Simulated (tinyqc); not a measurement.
# Short-channel transistor, virtual-source model with series resistance: what changes with what

The current per gate width is the charge at the top of the source barrier (the virtual source) times its velocity times a saturation function; al and be are fitting constants of the model. Units: I in uA/um, Rs in ohm um, so I Rs = 1e-6 I Rs in volts; Q in uC/cm^2, so I = 1e-4 Q vx0 Fsat with vx0 in cm/s.

Parameters, values chosen for the exercise:
```
symbol   value        unit                                                         meaning
T          350           K                                                     temperature
Cinv      2.72     uF/cm^2                                           inversion capacitance
vx0     6.15e6        cm/s                                  velocity at the virtual source
mu        1300  cm^2/(V s)                                               apparent mobility
L           16          nm                                                  channel length
VT0      0.368           V                                 threshold at zero drain voltage
dl       0.164         V/V                                  drain-induced barrier lowering
n0        1.49                                                         subthreshold factor
nd           0         1/V                                  growth of n with drain voltage
al         3.5              threshold shift (in units of Vt) from weak to strong inversion
be           2                                                     sharpness of saturation
Rs         200      ohm um                               series resistance of each contact
```

Constants: q = 1.602176634e-19 C, kB = 1.380649e-23 J/K, Vt = kB T/q. Results are converted to the units shown.

Each table varies one quantity; the others keep the values above.

## Output curve

Intrinsic voltages Vg' = Vgs - I Rs, Vd' = Vds - 2 I Rs. n = n0 + nd Vd', VT = VT0 - dl Vd', Ff = 1/(1 + exp((Vg' - VT + al Vt/2)/(al Vt))), Q = Cinv n Vt ln(1 + exp((Vg' - VT + al Vt Ff)/(n Vt))), Vdsat = (vx0 L/mu)(1 - Ff) + Vt Ff, Fsat = u/(1 + u^be)^(1/be) with u = Vd'/Vdsat, and I = Q vx0 Fsat per width. I is solved self-consistently. gds = dI/dVds, gm = dI/dVgs.

In this table Vgs = 0.6 V.

Output curve:
```
Vds (V)  I (uA/um)    Fsat  gds (uS/um)  gain gm/gds
0.07         162.6  0.4640         2243      0.03591
0.14         291.4  0.9218        986.2       0.6964
0.2          317.6  0.9911        226.1        4.642
0.27         331.4  0.9975        184.8        5.820
0.34         344.1  0.9989        180.5        6.007
0.4          354.9  0.9993        180.0        6.054
0.47         367.5  0.9996        180.2        6.075
0.53         378.3  0.9997        180.6        6.084
0.6          391.0  0.9998        181.2        6.089
```

The current rises from 163 to 391 uA/um as Fsat rises from 0.464 to 1.00; gds goes from 2240 through a minimum of 180 (at Vds = 0.4 V among the rows listed) to 181 uS/um. The gain ends at 6.09, against 1/dl = 6.10 for a current that depends on Vds through barrier lowering alone.

## Effect of the channel length on the on and off currents

Same model as above.

Ion is I at Vgs = Vds = 0.6 V, Ioff at Vgs = 0, Vds = 0.6 V, and Rlin = Vds/I at Vgs = 0.6 V, Vds = 0.05 V. mu, vx0, VT0, dl and n0 are held fixed.

Results:
```
L (nm)  Ion (uA/um)  Ioff (nA/um)  log10(Ion/Ioff)  Rlin (ohm um)
10            391.0          1468            2.425          419.5
15            391.0          1468            2.425          425.8
24            390.9          1468            2.425          436.9
55            390.6          1468            2.425          474.5
85            390.0          1468            2.424          510.0
130           388.6          1467            2.423          562.3
200           385.5          1467            2.420          642.1
```

Estimate the missing row, L = 36 nm.

Computed row:
```
L (nm)  Ion (uA/um)  Ioff (nA/um)  log10(Ion/Ioff)  Rlin (ohm um)
36            390.8          1468            2.425          451.6
```

With this row back in the table: As L goes from 10 to 200 nm, Ion falls from 391 to 386 uA/um, Ioff stays near 1470 nA/um and Rlin rises from 420 to 642 ohm um. Ion changes by a factor of 0.986 and Ioff by 0.999. Below threshold Vdsat is near Vt, so L and mu hardly reach the off current. In every row the off current passes 1 uA/um, so the device is hardly off at Vgs = 0. At L = 200 nm the channel is long for this model, whose fixed vx0 belongs to short devices.

## Effect of the threshold at zero drain voltage on the on and off currents

Same model as above.

Results:
```
VT0 (V)  Ion (uA/um)  Ioff (nA/um)  log10(Ion/Ioff)  Rlin (ohm um)
0.15           637.1       4.554e4            1.146          411.1
0.2            580.0       2.494e4            1.367          412.8
0.25           523.1       1.211e4            1.635          415.2
0.35           410.9          2084            2.295          424.3
0.4            355.9         774.0            2.663          433.5
0.45           302.0         275.2            3.040          450.4
0.5            249.7         95.06            3.419          484.3
```

Estimate the missing row, VT0 = 0.3 V.

Computed row:
```
VT0 (V)  Ion (uA/um)  Ioff (nA/um)  log10(Ion/Ioff)  Rlin (ohm um)
0.3            466.7          5256            1.948          418.7
```

With this row back in the table: As VT0 goes from 0.15 to 0.5 V, Ion falls from 637 to 250 uA/um, Ioff falls from 45500 to 95.1 nA/um and Rlin rises from 411 to 484 ohm um. Ion changes by a factor of 0.392 and Ioff by 0.00209. The off current depends on it through an exponential, the on current about linearly. For VT0 = 0.15 to 0.35 V the off current passes 1 uA/um, so the device is hardly off at Vgs = 0.

Computed by the program tinyqc: `OMP_NUM_THREADS=1 python tinyqc.py 2380073 2380074 out.jsonl`, one thread of a shared Intel Xeon 2.30GHz, about 0.01 s for the whole run.
